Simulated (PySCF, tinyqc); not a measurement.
CID on RHF in the 6-31g basis, for H2, spin multiplicity 1, step by step. The lowest restricted solution is unstable here: a spin-polarised one lies 0.0080 hartree lower (PySCF). One step of it, computed by the program tinyqc.

Problem. Iteration 5 (converged): orbitals. Diagonalise F' = X^T F X, C = X C', fill 1 alpha and 1 beta electrons from the bottom; D = 2 C_occ C_occ^T. Each column has its largest component positive (the first on a tie).

converged F (hartree), lower triangle:
```
           1H 1s      1H 2s      2H 1s      2H 2s
1H 1s   0.159112
1H 2s  -0.363028  -0.258870
2H 1s  -0.254644  -0.313256   0.159112
2H 2s  -0.313256  -0.310756  -0.363028  -0.258870
```

X, lower triangle:
```
           1H 1s      1H 2s      2H 1s     2H 2s
1H 1s   1.254131
1H 2s  -0.500789   1.468231
2H 1s   0.024053   0.025322   1.254131
2H 2s   0.025322  -0.443701  -0.500789  1.468231
```

Give: F' = X^T F X; orbital energies; coefficients C; D after iteration 5.

Solution.

F' = X^T F X (hartree), lower triangle:
```
        1       2       3      4
1   0.621
2  -0.577   0.222
3  -0.084  -0.126   0.621
4  -0.126  -0.182  -0.577  0.222
```

orbital energies (hartree): MO1 -0.457, MO2 0.079, MO3 1.030, MO4 1.034

coefficients C:
```
         MO1     MO2     MO3     MO4
1H 1s  0.247   0.207  -0.923   0.932
1H 2s  0.398   0.879   1.092  -0.693
2H 1s  0.247  -0.207   0.923   0.932
2H 2s  0.398  -0.879  -1.092  -0.693
```

D after iteration 5, lower triangle:
```
       1H 1s  1H 2s  2H 1s  2H 2s
1H 1s  0.122
1H 2s  0.196  0.316
2H 1s  0.122  0.196  0.122
2H 2s  0.196  0.316  0.196  0.316
```
